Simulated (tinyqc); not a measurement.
Inside a calculation. Model: single-oscillator infrared dielectric function of a polar cubic crystal. Computed by tinyqc, a small Python program that keeps every step. Command: `OMP_NUM_THREADS=1 python tinyqc.py 3015839 3015840 out.jsonl infrared walk`. One thread of a shared host (Intel(R) Xeon(R) Processor @ 2.30GHz), about 0.01 s of CPU time with the checks. Intermediate numbers are printed to about 5 digits and carried at full precision; extremes and crossings named in words are read from the listed rows.

One ion pair, charges +Z* and -Z*, in a cell of volume Omega = a^3. Frequencies omega are given as wavenumbers (1/cm); eps_s is the static dielectric constant.

Inputs (values chosen for the exercise, for a model crystal):

| quantity | value | unit |
|---|---|---|
| lattice constant a | 4.4 | angstrom |
| mass M_A | 85.8 | u |
| mass M_B | 112 | u |
| omega_TO | 167 | 1/cm |
| Born charge Z* | 2.44 | e |
| eps_inf | 3.23 | - |
| phonon damping gamma | 4 | 1/cm |
| probe frequency / omega_TO | 0.875 | - |
| eps_m of the surrounding medium | 3.9 | - |

Structure: caesium chloride. Free carriers: absent.

Constants: nu for 1 eV/(angstrom^2 u) = 15.6333042 THz; 1 THz = 33.35640952 1/cm; e^2/(4 pi eps_0) = 14.39964548 eV angstrom.

## LO frequency and static constant from the Born charge

mu = M_A M_B/(M_A + M_B); ionic plasma term W^2 = 4 pi Z*^2 (e^2/(4 pi eps_0))/(Omega mu) in eV/(angstrom^2 u), turned into 1/cm by W = 15.6333042 x 33.35640952 x sqrt(W^2); omega_LO^2 = omega_TO^2 + W^2/eps_inf; eps_s = eps_inf + W^2/omega_TO^2; Szigeti charge 3 Z*/(eps_inf + 2); longitudinal (Callen) charge Z*/eps_inf.

reduced mass mu = 48.582 u

W = 266.06 1/cm

omega_LO = 223.17 1/cm

eps_s = 5.7682

Szigeti charge = 1.3996 e

Callen charge = 0.75542 e

omega_LO/omega_TO = 1.336; the ions supply 44 % of eps_s.

## Optical constants at the probe frequency

eps(omega) = eps_inf + W^2/(omega_TO^2 - omega^2 - i gamma omega); n + i k = sqrt(eps) with k >= 0; R = |(n + i k - 1)/(n + i k + 1)|^2 at normal incidence from vacuum. omega is the probe ratio times omega_TO. Intensity decays over 1/(4 pi omega k); the loss function is Im(-1/eps).

omega = 146.125 1/cm

Re eps = 13.974

Im eps = 0.96073

n = 3.7404

k = 0.12843

reflectivity R = 0.33468

penetration depth of the intensity = 42.404 micrometre

loss function = 0.0048969

Re eps is positive and k is small against n: the wave propagates.

## Spectrum around the optical phonon

The loss function is Im(-1/eps).

Spectrum:

| omega (1/cm) | Re eps | Im eps | R | Im(-1/eps) |
|---|---|---|---|---|
| 83.5 | 6.6134 | 0.054027 | 0.19364 | 0.0012352 |
| 142 | 12.344 | 0.67015 | 0.31056 | 0.0043849 |
| 162 | 40.482 | 14.674 | 0.54634 | 0.0079144 |
| 167 | 3.23 | 105.97 | 0.75728 | 0.0094278 |
| 181 | -10.986 | 2.1125 | 0.90103 | 0.016880 |
| 195 | -3.7128 | 0.53427 | 0.88998 | 0.037972 |
| 212 | -0.91038 | 0.20587 | 0.80034 | 0.23631 |
| 223 | -0.0058467 | 0.13216 | 0.38492 | 7.5518 |
| 228 | 0.29630 | 0.11104 | 0.086417 | 1.1090 |
| 237 | 0.72967 | 0.083816 | 0.0067468 | 0.15537 |
| 257 | 1.3763 | 0.049937 | 0.0064571 | 0.026329 |
| 335 | 2.3908 | 0.013333 | 0.046025 | 0.0023325 |
| 558 | 2.9803 | 0.0019661 | 0.070979 | 2.2135e-04 |

R peaks among these rows at 181 per cm with 0.90 and is lowest, 0.006, at 257; far above omega_LO it tends to ((sqrt(eps_inf) - 1)/(sqrt(eps_inf) + 1))^2 = 0.081. Im eps is largest at 167 and the loss function at 223: absorption marks the TO mode and the loss function the LO mode. Re eps is negative in some rows, where R averages 0.74.

## Surface and particle modes

Without damping, eps(omega) = -x eps_m gives omega^2 = omega_TO^2 (eps_s + x eps_m)/(eps_inf + x eps_m): x = 1 for a flat surface at large wave vector, x = 2 for the dipole mode of a small sphere. The reflectivity R for light from vacuum (not from the medium eps_m) vanishes where eps = 1, omega^2 = omega_TO^2 (eps_s - 1)/(eps_inf - 1).

surface mode = 194.47 1/cm

sphere mode = 185.22 1/cm

zero of R = 244.20 1/cm

Both modes lie between omega_TO and omega_LO, at 49 % and 32 % of the way up.

## Phonon polaritons

Transverse waves without damping obey Q^2 = omega^2 eps(omega), Q = wave vector/(2 pi) in 1/cm: eps_inf omega^4 - (eps_inf omega_LO^2 + Q^2) omega^2 + Q^2 omega_TO^2 = 0.

Branches (1/cm):

| Q | lower branch | upper branch | Q/sqrt(eps_s) | Q/sqrt(eps_inf) |
|---|---|---|---|---|
| 40 | 16.62 | 223.7 | 16.7 | 22.3 |
| 120 | 48.96 | 227.7 | 50.0 | 66.8 |
| 240 | 91.62 | 243.4 | 99.9 | 133.5 |
| 400 | 129.31 | 287.4 | 166.5 | 222.6 |
| 600 | 149.61 | 372.7 | 249.8 | 333.8 |
| 1000 | 160.90 | 577.5 | 416.4 | 556.4 |
| 2000 | 165.51 | 1122.9 | 832.7 | 1112.8 |
| 4000 | 166.63 | 2230.6 | 1665.5 | 2225.7 |

The lower branch starts as light slowed by sqrt(eps_s) (0.998 of that line) and ends at 0.998 omega_TO; the upper starts at 1.002 omega_LO and ends at 1.002 of the light line with eps_inf. No branch lies between omega_TO and omega_LO.

Checks made by the program: Lyddane-Sachs-Teller relation eps_s/eps_inf = (omega_LO/omega_TO)^2 (relative difference below 1e-10).
